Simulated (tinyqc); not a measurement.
# Threshold of a short bulk MOSFET: charge sharing, barrier lowering, narrow width: effects of single changes

n-channel device on a p-type body, depletion approximation, full ionisation. Uniform doping N = Na. Vbi from Boltzmann statistics is rough for the degenerate source. Cox = eps0 eox/tox.

Parameters, values chosen for the exercise; band and dielectric values close to those of silicon: temperature T = 250 K; band gap Eg = 1.1 eV; relative permittivity eps_r = 11.9; conduction-band density of states at T Nc = 2.13e19 cm^-3; valence-band density of states at T Nv = 1.99e19 cm^-3; relative permittivity of the gate insulator (close to zirconium oxide) eox = 25; insulator thickness tox = 7.2 nm; channel doping Na = 1.2e17 cm^-3; source and drain doping Nsd = 1e20 cm^-3; flat-band voltage for the doping Na Vfb = -0.87 V; junction depth xj = 20 nm; body-source voltage Vbs = 0 V; drain-source voltage Vds = 1 V; gate width W = 390 nm; shape factor of the fringing depletion at the width edges xw = 0.7854; channel length L = 220 nm.

Constants: q = 1.602176634e-19 C, kB = 1.380649e-23 J/K, Vt = kB T/q, eps0 = 8.8541878128e-14 F/cm where lengths are in cm. Results are converted to the units shown.

Each table varies one quantity; the others keep the values above.

## Threshold roll-off against channel length

ni = sqrt(Nc Nv) exp(-Eg/(2 Vt)), Eg in volts; 2 pB = 2 Vt ln(N/ni); flat band Vfb - Vt ln(N/Na); Wd = sqrt(2 eps0 eps_r (2 pB - Vbs)/(q N)); body term q N Wd/Cox; long-channel VT0 = flat band + 2 pB + body term; Vbi = Vt ln(N Nsd/ni^2); scale length l = sqrt((eps_r/eox) tox Wd). Charge sharing (trapezoid; it ignores Vds): F = (xj/L)(sqrt(1 + 2 Wd/xj) - 1), lowering = body term times F. Barrier lowering: th = exp(-L/(2 l)) + 2 exp(-L/l), lowering = th [2 (Vbi - 2 pB) + Vds], DIBL = th. Narrow width: rise = body term times xw Wd/W. VT by each model = VT0 - lowering + rise. DIBL under 0.001 mV/V is printed as 0.

The same in every row: N (cm^-3) = 1.2000e17; VT0 (V) = 0.069679.

Threshold roll-off against channel length:
```
L (nm)	L/l	F	DIBL (mV/V)	VT, charge sharing (V)	VT, barrier lowering (V)
58	3.1629	0.78900	290.28	0.033391	-0.29259
84	4.5808	0.54479	121.72	0.048376	-0.075191
120	6.5439	0.38135	40.809	0.058404	0.029169
180	9.8159	0.25423	7.4967	0.066204	0.072134
250	13.633	0.18305	1.0978	0.070572	0.080387
370	20.177	0.12368	0.041555	0.074214	0.081750
530	28.902	0.086344	0	0.076505	0.081803
760	41.445	0.060213	0	0.078109	0.081803
1100	59.986	0.041602	0	0.079251	0.081803
```

VT by barrier lowering rises from -0.293 to 0.0818 V and VT by charge sharing rises from 0.0334 to 0.0793 V. DIBL is under 100 mV/V from L = 120 nm on among the rows (th = 0.1 at L/l = 4.92). For L = 58, 84 F exceeds 0.5: the shares of source and drain overlap, and the trapezoid formula no longer holds. For L = 58 DIBL exceeds 250 mV/V, where the barrier formula is rough.

## Effect of the insulator thickness

Same model as above.

The same in every row: N (cm^-3) = 1.200e17; F = 0.2080.

Results:
```
tox (nm)	VT0 (V)	L/l	DIBL (mV/V)	VT, charge sharing (V)	VT, barrier lowering (V)
2.9	0.03303	18.90	0.07855	0.03278	0.03782
4.9	0.05008	14.54	0.6961	0.04964	0.05743
6.3	0.06201	12.83	1.646	0.06145	0.07050
8.2	0.07820	11.24	3.647	0.07747	0.08730
11	0.1021	9.706	7.926	0.1011	0.1104
14	0.1276	8.604	13.91	0.1264	0.1333
18	0.1617	7.588	23.52	0.1601	0.1617
```

Estimate the missing row, tox = 3.7 nm.

Computed row:
```
tox (nm)	VT0 (V)	L/l	DIBL (mV/V)	VT, charge sharing (V)	VT, barrier lowering (V)
3.7	0.03985	16.74	0.2323	0.03952	0.04578
```

With this row back in the table: As tox goes from 2.9 to 18, VT0 rises from 0.0330 to 0.162 V, DIBL rises from 0.0786 to 23.5 mV/V, F stays at 0.208 and VT by barrier lowering rises from 0.0378 to 0.162 V.

Program tinyqc, `OMP_NUM_THREADS=1 python tinyqc.py 2002140 2002141 out.jsonl`; Intel Xeon 2.30GHz, shared host, one thread, about 0.01 s.
